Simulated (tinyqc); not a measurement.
BCS gap equation with a constant attraction inside the Debye window: one step, computed by the program tinyqc. Command: `OMP_NUM_THREADS=1 python tinyqc.py 3017381 3017382 out.jsonl bcs walk`. One thread of a shared host (Intel(R) Xeon(R) Processor @ 2.30GHz), about 0.01 s of CPU time with the checks.

Pairs attract with strength V for |xi| < k_B Theta; N(0) is the density of states for one spin. Energies are given as temperatures (E/k_B, in K) unless marked.

Problem. A tunnel junction of this metal. Ambegaokar-Baratoff: I_c R_n = (pi Delta/(2e)) tanh(Delta/2T); Josephson energy E_J = hbar I_c/(2e), given as E_J/h; inductance hbar/(2 e I_c); thermal quasiparticle fraction x = n_qp/(2 N(0) Delta) = sqrt(2 pi T/Delta) exp(-Delta/T), valid for T well below Delta.

Inputs (values chosen for the exercise, modelled on niobium): Debye temperature Theta = 277 K; temperature T = 2.71 K; junction resistance R_n = 0.066 kilo-ohm.

Solver: secant.

Delta(T) = 16.35472 K

Constants: k_B = 8.617333262e-05 eV/K; hbar = 1.054571817e-34 J s; e = 1.602176634e-19 C; h = 6.62607015e-34 J s.

Give: I_c R_n; critical current I_c; E_J/h; Josephson inductance; quasiparticle fraction x.

Solution.

I_c R_n = 2203 microvolt

critical current I_c = 33382 nA

E_J/h = 16580 GHz

Josephson inductance = 0.009859 nH

quasiparticle fraction x = 0.002442
